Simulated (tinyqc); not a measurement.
Bottom-up copper filling of a trench by curvature-enhanced accelerator coverage: one step, computed by the program tinyqc. Command: `OMP_NUM_THREADS=1 python tinyqc.py 3020964 3020965 out.jsonl superfill walk`. One thread of a shared host (Intel(R) Xeon(R) Processor @ 2.30GHz), about 0.06 s of CPU time with the checks.

A rectangular trench keeps vertical walls and a flat floor. An accelerator floats on the surface; where area is lost in the corners it is passed on to the floor.

Task: Velocities. Kinetic current i_k = [i_0 (1 - theta) + i_1 theta] exp(alpha eta/(k_B T)), limit i_L = 2 F D C/delta, i = 1/(1/i_k + 1/i_L); velocity v = i Omega/(2F), Omega = 7.11 cm^3/mol, F = e N_A. Depletion inside the trench is ignored.

Inputs (values chosen for the exercise, close to those used for damascene copper plating):
```
quantity,value,unit
exchange current of the suppressed surface i_0,0.034,mA/cm^2
exchange current of the accelerated surface i_1,2,mA/cm^2
transfer coefficient alpha,0.44,-
overpotential eta,0.18,V
starting coverage theta_0,0.0095,-
cupric ion concentration C,0.35,mol/l
diffusivity D,4.1e-06,cm^2/s
boundary layer delta,79,um
temperature T,298,K
```

Constants: e = 1.602176634e-19 C; N_A = 6.02214076e+23 1/mol; k_B = 8.617333262e-05 eV/K.

Give: limiting current i_L; velocity at theta = 0; velocity at theta_0; velocity at theta = 1; ratio v(1)/v(theta_0).

Result:

limiting current i_L = 35.05 mA/cm^2

velocity at theta = 0 = 0.2680 nm/s

velocity at theta_0 = 0.4106 nm/s

velocity at theta = 1 = 7.166 nm/s

ratio v(1)/v(theta_0) = 17.45
